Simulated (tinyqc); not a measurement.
Worked calculation: three-level Kane dispersion of a narrow-gap semiconductor. Values are carried at full precision from step to step, so a last printed digit may differ when a step is redone from the rounded ones.

Zero of energy at Gamma8, c = hbar^2/2m0, P^2 = Ep c. The free-electron term and remote bands are left out, so the heavy holes are flat at E = 0 and the other three bands obey E (E - Eg)(E + Dso) = P^2 k^2 (E + 2 Dso/3). The conduction band is the highest root; its edge is Ec = max(Eg, 0).

Constants: hbar^2/2m0 = 3.80998211 eV angstrom^2; hbar = 6.58211957e-16 eV s; e^2/(4 pi eps0) = 14.39964547 eV angstrom; muB = 5.788381798e-05 eV/T.

Values chosen for the exercise (near those of HgTe; the results hold for these values, not for the real material): Eg = -0.304 eV (E(Gamma6) - E(Gamma8)); Dso = 1.07 eV (spin-orbit splitting); Ep = 17.9 eV (Kane energy); k = 0.011 1/angstrom (wave vector); n = 1.1e+17 cm^-3 (electron density); eps = 14.8 (high-frequency dielectric constant); B = 1.3 T (magnetic field).

## The three bands at one k

Expand the equation into E^3 + a2 E^2 + a1 E + a0 = 0 and give its roots; compare with the two-level form (Dso to infinity) E = Eg/2 +/- sqrt(Eg^2/4 + (2/3) P^2 k^2).

P^2 k^2 = 0.008252 eV^2

a2, a1, a0: 1.374000  0.317028  -0.005886

roots (eV): -1.0736  -0.3177  0.0173

two-level form (eV): -0.3211  0.0171

The two-level form misses the highest root by -0.1 meV. The order is inverted: the band that would be the light hole curves upward from Gamma8 and touches the heavy holes, so there is no gap.

## Mass at the edge and limiting velocity

For Eg < 0 the conduction band starts at Gamma8 with m0* = 3 |Eg|/(2 Ep). In the two-level form the velocity tends to v = sqrt(2/3) P/hbar, and |Eg| = 2 m v^2 with m = 3 |Eg|/(2 Ep), as for a relativistic particle. 1 angstrom = 1e-10 m.

m0* = 0.02547 m0
P = 8.2582 eV angstrom
v = 1.024e+06 m/s
k at which the linear part sets in, |Eg|/(2 hbar v) = 0.02254 1/angstrom

## Fermi level and mass at a given density

Degenerate electrons at T = 0: kF = (3 pi^2 n)^(1/3), 1 cm^-3 = 1e-24 angstrom^-3; EF is the highest root at kF. The momentum (cyclotron, optical) mass is m(E) = hbar^2 k/(dE/dk) = c d(k^2)/dE with d(k^2)/dE = k^2 [1/E + 1/(E - Eg) + 1/(E + Dso) - 1/(E + 2 Dso/3)]; the density of states is k d(k^2)/dE/(2 pi^2).

Edge mass m0* = 3 |Eg|/(2 Ep).

Compare EF - Ec with the parabolic value c kF^2/m0*.

kF = 0.01482 1/angstrom
EF - Ec = 0.0303 eV
parabolic value = 0.0329 eV
m(EF) = 0.02977 m0
m(EF)/m0* = 1.169
density of states at EF = 5.868e+18 1/(eV cm^3)

The parabola overstates EF - Ec by a factor of 1.08; (EF - Ec)/|Eg| = 0.10, and the two-level rule 1 + 2 (EF - Ec)/|Eg| = 1.199 estimates the mass ratio.

## Plasma and cyclotron energies

hbar wp = sqrt(8 pi c (e^2/4 pi eps0) n/(eps m)), hbar wc = 2 muB B/m (classical limit), with m = m(EF) and, for comparison, the edge mass; n in angstrom^-3.

hbar wp with m(EF), with m0* (meV): 18.55  20.06

hbar wc with m(EF), with m0* (meV): 5.05  5.91

hbar wc is not small against EF - Ec = 30.3 meV, so fewer than ten Landau levels are filled and the classical value is only a guide.

## Checks

- Roots of the cubic against the 8 x 8 Kane matrix without remote terms: they agree to 1e-10 or better.
- m(E) near the edge against m0*: both 0.02547.

tinyqc: `OMP_NUM_THREADS=1 python tinyqc.py 1081420 1081421 out.jsonl`; about 0.01 s, one thread, shared Intel(R) Xeon(R) Processor @ 2.30GHz.
